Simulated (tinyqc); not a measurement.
Abrupt p-n junction, non-linear Poisson equation by Newton steps: capacitance and field against bias.

One dimension, p side on the left, n side on the right; net doping C = -Na for x < 0 and +Nd for x > 0. The potential psi is counted from the intrinsic level, and the quasi-Fermi potentials are flat: 0 for holes and -V for electrons, so n = ni exp((psi + V)/Vt) and p = ni exp(-psi/Vt) (Boltzmann statistics, full ionisation, no current).

The Poisson equation d/dx(eps0 eps_r dpsi/dx) = -q (p - n + C) is solved on a mesh of more than 1000 nodes that ends in neutral material (psi_p = -Vt ln(Na/ni), psi_n = Vt ln(Nd/ni) - V). C_j = q d/dV of the integral of p over x, from the linearised equation. ni = sqrt(Nc Nv) exp(-Eg/(2 Vt)), Eg in volts. Depletion approximation: Vbi = Vt ln(Na Nd/ni^2), W = sqrt(2 eps0 eps_r (Vbi - V)(1/Na + 1/Nd)/q), xp = W Nd/(Na + Nd), xn = W Na/(Na + Nd), peak field 2 (Vbi - V)/W, capacitance eps0 eps_r/W. The last column applies it to an abrupt Na-Nd junction.

Inputs (values chosen for the exercise); band and dielectric values close to those of silicon: temperature T = 300 K; band gap Eg = 1.1 eV; relative permittivity eps_r = 11.7; conduction-band density of states at T Nc = 2.84e19 cm^-3; valence-band density of states at T Nv = 2.66e19 cm^-3; acceptor density of the p side Na = 1.6e18 cm^-3; donor density of the n side Nd = 1.3e17 cm^-3.

Constants: q = 1.602176634e-19 C, kB = 1.380649e-23 J/K, Vt = kB T/q, eps0 = 8.8541878128e-14 F/cm where lengths are in cm. Results are converted to the units shown.

Result of one run:

| peak \|E\| (kV/cm) | C_j (nF/cm^2) | 1/C_j^2 (cm^4/uF^2) | eps0 eps_r/C_j (nm) | abrupt depletion C (nF/cm^2) |
|---|---|---|---|---|
| 163.9 | 119.1 | 70.55 | 87.01 | 114.7 |

Which bias of the p side against the n side V gave this result: 0.13, -0.89, -1.91, -3.96 or -4.98 V?

V = 0.13 V.

The whole series:

| V (V) | peak \|E\| (kV/cm) | C_j (nF/cm^2) | 1/C_j^2 (cm^4/uF^2) | eps0 eps_r/C_j (nm) | abrupt depletion C (nF/cm^2) |
|---|---|---|---|---|---|
| 0.13 | 163.9 | 119.1 | 70.55 | 87.01 | 114.7 |
| -0.89 | 253.4 | 76.02 | 173.0 | 136.3 | 74.91 |
| -1.91 | 319.6 | 60.27 | 275.3 | 171.9 | 59.72 |
| -2.94 | 374.8 | 51.40 | 378.5 | 201.5 | 51.05 |
| -3.96 | 422.3 | 45.61 | 480.7 | 227.1 | 45.37 |
| -4.98 | 465.1 | 41.42 | 582.9 | 250.1 | 41.24 |
| -6 | 504.2 | 38.20 | 685.2 | 271.2 | 38.06 |

With V going from 0.13 to -6 V, C_j falls from 119 to 38.2 nF/cm^2 and the peak field rises from 164 to 504 kV/cm. The slope of 1/C_j^2, read as N = 2/(q eps0 eps_r |slope|), gives 1.20e17 cm^-3 between the first two rows and 1.20e17 cm^-3 between the last two, against Na Nd/(Na + Nd) = 1.20e17 cm^-3; the slopes of all rows agree within 0.2 %, as for uniform doping at both edges. At the end C_j goes as (Vbi - V)^(-0.50) with Vbi = 0.888 V, and it is 0.38 % above the abrupt depletion formula (at the first row 3.8 % above it).

Program tinyqc, `OMP_NUM_THREADS=1 python tinyqc.py 2000074 2000075 out.jsonl`; Intel Xeon 2.30GHz, shared host, one thread, about 0.01 s.
